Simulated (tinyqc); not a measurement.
Worked calculation: FCI on RHF in the sto-3g basis, for H3+, spin multiplicity 1. One step of it, computed by the program tinyqc.

Task: FCI: determinants and Hamiltonian. Slater-Condon rules over spin orbitals, with the nuclear repulsion added and E(HF) subtracted on the diagonal. Only determinants linked to the reference directly or through others are kept (one block of an abelian symmetry group), so some states are absent.

one-electron integrals over orbitals h = C^T H C (hartree):
```
           1          2          3
1  -1.913932   0.000091  -0.000066
2   0.000091  -1.068157   0.000000
3  -0.000066   0.000000  -1.067402
```

Two-electron integrals over orbitals (pq|rs), unique and non-zero (hartree):
```
(11|11) 0.631480    (21|11) -0.000091   (21|21) 0.144034    (22|11) 0.611831
(22|21) 0.070164    (22|22) 0.686666    (31|11) 0.000066    (31|21) 1.61e-08
(31|22) -0.050659   (31|31) 0.144032    (32|11) 2.77e-08    (32|21) -0.050719
(32|22) -0.000050   (32|31) -0.070142   (32|32) 0.069428    (33|11) 0.611952
(33|21) -0.070225   (33|22) 0.547778    (33|31) 0.050703    (33|32) 0.000050
(33|33) 0.686735
```

nuclear repulsion = 1.98291815 hartree

Hartree-Fock energy = -1.21346684 hartree

Give: determinants; H - E(HF) between determinants.

Result:

Occupation strings over the orbitals (2 doubly, a alpha, b beta, 0 empty; spin orbitals ordered 1a 1b 2a 2b ...): 200 ab0 a0b ba0 b0a 020 0ab 0ba 002

H - E(HF) between determinants (hartree):
```
        200      ab0      a0b      ba0      b0a      020      0ab      0ba
200  0.0000   0.0000   0.0000   0.0000   0.0000   0.1440   0.0000   0.0000
ab0  0.0000   0.8261   0.0000  -0.1440   0.0000   0.0703  -0.0507   0.0507
a0b  0.0000   0.0000   0.8270   0.0000  -0.1440  -0.0507  -0.0701   0.0701
ba0  0.0000  -0.1440   0.0000   0.8261   0.0000  -0.0703   0.0507  -0.0507
b0a  0.0000   0.0000  -0.1440   0.0000   0.8270   0.0507   0.0701  -0.0701
020  0.1440   0.0703  -0.0507  -0.0703   0.0507   1.7467   0.0000   0.0000
0ab  0.0000  -0.0507  -0.0701   0.0507   0.0701   0.0000   1.6086  -0.0694
0ba  0.0000   0.0507   0.0701  -0.0507  -0.0701   0.0000  -0.0694   1.6086
002  0.1440  -0.0701   0.0506   0.0701  -0.0506   0.0694   0.0000   0.0000

         002
200   0.1440
ab0  -0.0701
a0b   0.0506
ba0   0.0701
b0a  -0.0506
020   0.0694
0ab   0.0000
0ba   0.0000
002   1.7483
```
